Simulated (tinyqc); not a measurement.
Composition and strain of an epitaxial Si(1-x)Ge(x) layer from Raman and X-ray peaks: one step, computed by the program tinyqc.

A (001) layer, biaxially strained in the plane. The Raman peaks follow empirical lines omega = w0 + c1 x + c3 x^3 + b eps (c3 for Si-Ge alone), with eps the in-plane strain.

Task: Raman peaks. Insert x and eps in the three lines; the strain part is b eps.

Inputs (values chosen for the exercise, modelled on silicon-germanium):
```
quantity                     value  unit
Ge fraction x                 0.44     -
Si-Si: w0                    521.1  1/cm
Si-Si: c1                    -69.6  1/cm
Si-Si: strain coefficient b   -693  1/cm
Si-Ge: w0                      400  1/cm
Si-Ge: c1                     24.4  1/cm
Si-Ge: c3                    -36.2  1/cm
Si-Ge: strain coefficient b   -555  1/cm
Ge-Ge: w0                    280.4  1/cm
Ge-Ge: c1                     19.1  1/cm
Ge-Ge: strain coefficient b   -452  1/cm
```

Substrate: silicon.

in-plane strain eps = -7.406172 per mille

Give: Si-Si peak; Si-Ge peak; Ge-Ge peak; strain parts.

Result:

Si-Si peak = 495.6 1/cm

Si-Ge peak = 411.8 1/cm

Ge-Ge peak = 292.2 1/cm

strain parts (1/cm): Si-Si 5.132, Si-Ge 4.110, Ge-Ge 3.348

Read as unstrained, the Si-Si peak would give x = 0.366 in place of 0.44.
